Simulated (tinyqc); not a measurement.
From results back to parameters: armchair graphene nanoribbon in tight binding. Three cases, with inputs chosen for the exercise.

Problem. For an armchair ribbon without edge correction the gap is 2t times the smallest |1 + 2 cos(p pi/(N + 1))|, p = 1 to N. The gap below belongs to a hidden N between 3 and 40.

Find: N; family.

Case 1.

Values chosen (out of a larger set: near those used for graphene; not measured data): t = 2.79 eV (hopping).

gap = 0.52394 eV

Solution.

N = 18

family: 3p

Near c = -1/2 the gap is about 2 pi t/(sqrt3 (N + 1)), which gives N + 1 = 19.3; the exact formula gives 0.00000, 0.52394 and 0.51347 eV for N = 17, 18 and 19.

Case 2.

Values chosen (out of a larger set: near those used for graphene; not measured data): t = 2.82 eV (hopping).

gap = 0.95412 eV

Solution.

N = 10

family: 3p+1

Near c = -1/2 the gap is about 2 pi t/(sqrt3 (N + 1)), which gives N + 1 = 10.7; the exact formula gives 0.99022, 0.95412 and 0.00000 eV for N = 9, 10 and 11.

Case 3.

Values chosen (out of a larger set: near those used for graphene; not measured data): t = 2.54 eV (hopping).

gap = 0.47699 eV

Solution.

N = 18

family: 3p

Near c = -1/2 the gap is about 2 pi t/(sqrt3 (N + 1)), which gives N + 1 = 19.3; the exact formula gives 0.00000, 0.47699 and 0.46746 eV for N = 17, 18 and 19.

Computed by tinyqc, one run a case: `OMP_NUM_THREADS=1 python tinyqc.py N N+1 out.jsonl` with N = 1482765, 1482793, 1482817; one thread of a shared Intel(R) Xeon(R) Processor @ 2.30GHz, about 0.05 s a run at most.
